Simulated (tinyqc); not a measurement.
Floating body of a partially depleted SOI transistor: body voltage and kink: two steps of the calculation.

Source at 0 V. Channel current Ic = 2 nf K Vt^2 [F(0) - F(Vd)](1 + la Vd), F(V) = ln^2(1 + exp((Vg - VT - nf V)/(2 nf Vt))), VT = VT0 - gb Vb. Saturation voltage Vs = 2 Vt sqrt(F(0)) + 3 Vt, excess Ve = (Vd - Vs + sqrt((Vd - Vs)^2 + 0.0004 V^2))/2, multiplication M1 = Ai Ve exp(-Bl/Ve). Each junction passes D(v) = J1 (exp(v/Vt) - 1) + J2 (exp(v/(2 Vt)) - 1). Bipolar current Ib = bb J1 (exp(Vb/Vt) - 1). The body settles where M1 (Ic + Ib) = D(Vb) + D(Vb - Vd) + Vb/Rb; drain current Id = (1 + M1)(Ic + Ib) - D(Vb - Vd).

Inputs (values chosen for the exercise); values of the order met in partially depleted silicon-on-insulator transistors: temperature T = 358 K; threshold at zero body voltage VT0 = 0.37 V; fall of the threshold per volt of body voltage gb = 0.33; slope factor nf = 1.24; gain factor per width K = 130 uA/(V^2 um); channel-length modulation factor la = 0.08 1/V; impact-ionisation prefactor Ai = 1.32 1/V; impact-ionisation voltage Bl = 4.1 V; diffusion saturation current of each junction J1 = 9.5e-11 uA/um; recombination saturation current of each junction J2 = 4.5e-8 uA/um; gain of the lateral bipolar transistor on the diffusion current bb = 0; resistance of a weak body tie to the source (1e9 stands for no tie, and the term is then dropped) Rb = 1e9 kohm um; gate voltage Vg = 0.82 V; drain voltage Vd = 1.3 V.

Constants: q = 1.602176634e-19 C, kB = 1.380649e-23 J/K, Vt = kB T/q. Results are converted to the units shown.

Problem 1. New Vb. Current into the body I_in = M1 (Ic + Ib) - D(Vb - Vd), current out I_out = D(Vb) + Vb/Rb; f = ln(I_in/I_out), s = df/dVb by central differences over 1e-5 V, Vb(new) = Vb - f/s.

Vb after iteration 1 = 0.62231032 V

Wanted: Ic; Ve; M1; I_in; I_out; f; s; Vb after iteration 2.

Solution 1.

Ic = 24.857 uA/um
Ve = 0.67907 V
M1 = 0.0021397
I_in = 0.053186 uA/um
I_out = 0.055827 uA/um
f = -0.048463
s = -33.851 1/V
Vb after iteration 2 = 0.62088 V

Problem 2. Drain current with floating and with grounded body. Id and VT at the converged Vb, Id at Vb = 0, their ratio, and the bipolar share Ib/(Ic + Ib).

converged Vb = 0.62087845 V

Give: VT; Id, floating; Id, grounded; ratio; bipolar share.

Solution 2.

VT = 0.16511 V
Id, floating = 24.874 uA/um
Id, grounded = 11.832 uA/um
ratio = 2.1023
bipolar share = 0.0000 %

The body rises to 0.621 V and lowers the threshold by 205 mV.

Range of the model: The multiplication law is an empirical form chosen for the exercise; self-heating and capacitive coupling to the body are left out, and the linear laws are rough once Vb passes about 0.7 V or M1 about 0.1.

Program tinyqc, `OMP_NUM_THREADS=1 python tinyqc.py 2182260 2182261 out.jsonl`; Intel Xeon 2.30GHz, shared host, one thread, about 0.2 s.
